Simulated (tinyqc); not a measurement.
Adsorption as a lattice gas: isotherms with interactions, competition, desorption peaks and saturation dose: one step, computed by the program tinyqc. Command: `OMP_NUM_THREADS=1 python tinyqc.py 3008618 3008619 out.jsonl adsorb walk`. One thread of a shared host (Intel(R) Xeon(R) Processor @ 2.30GHz), about 0.2 s of CPU time with the checks.

One adsorbate per site; a molecule needs 2 empty sites. Gas and surface have the same temperature.

Question. Desorption peak without interaction. The peak obeys E/(k_B T_p^2) = (nu theta_0/beta) exp(-E/(k_B T_p)) if theta at the peak is theta_0/2. Redhead's shortcut, with the constant 3.46 (3.64 is also in use), reads E back as k_B T_p [ln(nu' T_p/beta) - 3.46], nu' = nu theta_0.

Inputs (values chosen for the exercise, for a model surface): desorption energy E = 1.16 eV; prefactor nu = 1.5e+14 1/s; heating rate beta = 4.6 K/s; initial coverage theta_0 = 0.52.

Adsorption: dissociative (second order).

Constants: k_B = 8.617333262e-05 eV/K.

Give: peak temperature T_p; E by Redhead's shortcut.

Answer.

peak temperature T_p = 408.19 K

E by Redhead's shortcut = 1.1613 eV

The shortcut misses by +0.11 %, since 3.46 stands for ln(E/(k_B T_p)) = 3.50. A prefactor wrong by a factor 100 would shift E by 0.162 eV.
